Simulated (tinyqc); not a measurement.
Inside a calculation. Model: potential-pH (Pourbaix) lines of a metal, its cation, its oxide and an oxyanion, with a complexing ligand. Computed by tinyqc, a small Python program that keeps every step. Command: `OMP_NUM_THREADS=1 python tinyqc.py 3008116 3008117 out.jsonl pourb walk`. One thread of a shared host (Intel(R) Xeon(R) Processor @ 2.30GHz), about 0.01 s of CPU time with the checks. Intermediate numbers are printed to about 6 digits and carried at full precision; extremes and crossings named in words are read from the listed rows.

Potentials are against the standard hydrogen electrode; solids and water have unit activity; dG_f of M, H+ and the electron is zero; F = e N_A and s = R T ln(10)/F. The cation carries z = 2.

Inputs (values chosen for the exercise, modelled on tin):

| quantity | value | unit |
|---|---|---|
| dG_f of the cation | -26.76 | kJ/mol |
| dG_f of the oxide | -251.19 | kJ/mol |
| dG_f of the oxyanion | -332.68 | kJ/mol |
| dG_f of water | -237.14 | kJ/mol |
| temperature T | 298.15 | K |
| log10 of the dissolved activity a | -5 | - |
| pH | 1.8 | - |
| potential E | 1.1 | V |
| log10 of the stability constant beta of ML | 3.4 | - |
| pKa of HL | 9.6 | - |
| total ligand c_L | 0.24 | mol/L |
| limiting current density i_L | 4.3e-05 | A/cm^2 |
| molar volume V_m | 16.3 | cm^3/mol |

Species: M, M2+, MO, MO2(2-).

exchange current densities, metal and cathodic (A/cm^2): 7.4e-07  1.1e-12

Tafel slopes, anodic and cathodic (mV/decade): 65  90

Constants: R = 8.314462618 J/(mol K); e = 1.602176634e-19 C; N_A = 6.02214076e+23 1/mol.

## Standard potentials

M2+ + 2e = M; MO + 2H+ + 2e = M + H2O; MO2(2-) + 4H+ + 2e = M + 2H2O. For each, E0 = -dG/(z F), and E = E0 + (s/z) log10 a - (s n_H/z) pH, with no activity term for the oxide.

s = 0.0591593 V

E0 (V): cation -0.138674, oxide -0.072809, oxyanion 0.733790

The metal is less noble than hydrogen.

## Vertical lines

Two oxidised species coexist where their lines against the metal cross: pH1 (cation/oxide) = [E0(oxide) - E0(cation)]/s - (log10 a)/z; pH2 (oxide/oxyanion) = {[E0(oxyanion) - E0(oxide)]/s + (log10 a)/z}/(4/z - 1).

pH1 = 3.61335

pH2 = 11.1344

width of the oxide field, pH2 - pH1 = 7.52100

The oxide is stable from pH 3.61 to 11.13; each decade less of dissolved metal narrows this field by 1.00 pH units.

## The stable species at (pH, E)

The metal is stable below the lowest of the three lines; above it, the species of the lowest line is stable. Water lines at 1 bar: hydrogen E = -s pH, oxygen E = -dG_f(water)/(2F) - s pH.

lines at this pH (V): cation -0.286572, oxide -0.179296, oxyanion 0.372918

upper limit of immunity = -0.286572 V

hydrogen line = -0.106487 V

oxygen line = 1.12240 V

E above the limit of immunity = 1.38657 V

Stable here: the cation (corrosion). Water itself can oxidise the metal at this pH. Caution: other oxidation states, hydroxides and hydrides are left out, and the lines say nothing of rates.

## A complexing ligand

The free ligand is c_L/(1 + 10^(pKa - pH)) (ligand in excess); dissolved metal is a in all, so the free cation is a/alpha, alpha = 1 + beta [L]; the cation line drops by (s/z) log10 alpha.

free ligand = 3.80374e-09 mol/L

log10 alpha = 4.14948e-06

cation line with ligand = -0.286572 V

that line less the oxide line = -0.107277 V

With the ligand the dissolved state lies below the oxide: the oxide dissolves at this pH.

## Mixed potential with oxygen reduction

Anodic i = i0a 10^((E - E_a)/b_a) with E_a the cation line with ligand; cathodic i = i0c 10^((E_c - E)/b_c) with E_c the oxygen line; supply caps the cathodic current, 1/i_c = 1/i(Tafel) + 1/i_L. E_corr makes the two currents equal. Without the cap it would be [b_c E_a + b_a E_c + b_a b_c log10(i0c/i0a)]/(b_a + b_c). Rate = i V_m/(z F). Films are left out.

E_corr without the cap = 0.0843350 V

corrosion potential E_corr = -0.171897 V

corrosion current density = 4.30000e-05 A/cm^2

i/i_L = 1.000000

etch rate = 2.17929 nm/min

The current sits at the supply limit: stirring or more oxidant, not the ligand, sets the rate. Caution: E_corr lies below the hydrogen line, so hydrogen evolution, left out here, adds cathodic current.

## The diagram with and without ligand

The formulas are those given above.

Lines against the metal (V); the species with the lowest line is stable above it:

| pH | cation | oxide | oxyanion | stable above | cation with ligand | stable above, ligand |
|---|---|---|---|---|---|---|
| 0 | -0.286572 | -0.072809 | 0.58589 | cation | -0.286572 | dissolved |
| 2 | -0.286572 | -0.191128 | 0.34925 | cation | -0.286572 | dissolved |
| 4 | -0.286572 | -0.309446 | 0.11262 | oxide | -0.286592 | oxide |
| 5 | -0.286572 | -0.368606 | -0.00570 | oxide | -0.286765 | oxide |
| 6 | -0.286572 | -0.427765 | -0.12402 | oxide | -0.288383 | oxide |
| 7 | -0.286572 | -0.486924 | -0.24234 | oxide | -0.298397 | oxide |
| 8 | -0.286572 | -0.546084 | -0.36066 | oxide | -0.322005 | oxide |
| 9 | -0.286572 | -0.605243 | -0.47898 | oxide | -0.348289 | oxide |
| 10 | -0.286572 | -0.664402 | -0.59730 | oxide | -0.364535 | oxide |
| 12 | -0.286572 | -0.782721 | -0.83393 | oxyanion | -0.368780 | oxyanion |
| 14 | -0.286572 | -0.901040 | -1.07057 | oxyanion | -0.368831 | oxyanion |

Without ligand the oxide holds 7 of the eleven rows (pH 4 to 10), with it 7 (pH 4, 5, 6, 7, 8, 9, 10). The ligand acts once beta [L] exceeds 1, from pH = pKa - log10(beta c_L) = 6.8 on; its line then falls by at most s/z per pH unit and flattens beyond pKa, 0.082 V below the free cation at most. The oxide line falls faster, by s per pH unit.

Checks made by the program: the lines cross at pH1 and pH2 (relative difference below 1e-10).
